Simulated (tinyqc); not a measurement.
Biaxially strained (001) channel, valley splitting in an inversion layer: one step of the calculation.

A thin layer grown on a relaxed buffer is stretched in the plane. The two valleys with their long axis along the growth direction (D2) sink against the four in-plane ones (D4); confinement in a triangular well splits them too. Only the lowest subband of each set is kept; one relaxation time, so the weakening of intervalley scattering is left out.

Problem. Fermi level by Newton steps. f = N2 ln(1 + exp((EF - E2)/Vt)) + N4 ln(1 + exp((EF - E4)/Vt)) - Ns, f' = [N2/(1 + exp((E2 - EF)/Vt)) + N4/(1 + exp((E4 - EF)/Vt))]/Vt, EF(new) = EF - f/f'.

Values chosen for this exercise: temperature T = 273 K; inversion density Ns = 1.8e12 cm^-2.

Constants: q = 1.602176634e-19 C, kB = 1.380649e-23 J/K, Vt = kB T/q. Results are converted to the units shown.

EF at the start = 0.08 eV
E2 = 0.080030732 eV
E4 = 0.32950888 eV
N2 = 3.7933248e12 cm^-2
N4 = 1.6500867e13 cm^-2

Wanted: f; f'; EF after iteration 1.

Solution.

f = 8.273e11 cm^-2
f' = 8.059e13 cm^-2/eV
EF after iteration 1 = 0.06973 eV

tinyqc, about 0.02 s, one thread, Intel Xeon 2.30GHz (shared host): `OMP_NUM_THREADS=1 python tinyqc.py 2530054 2530055 out.jsonl`
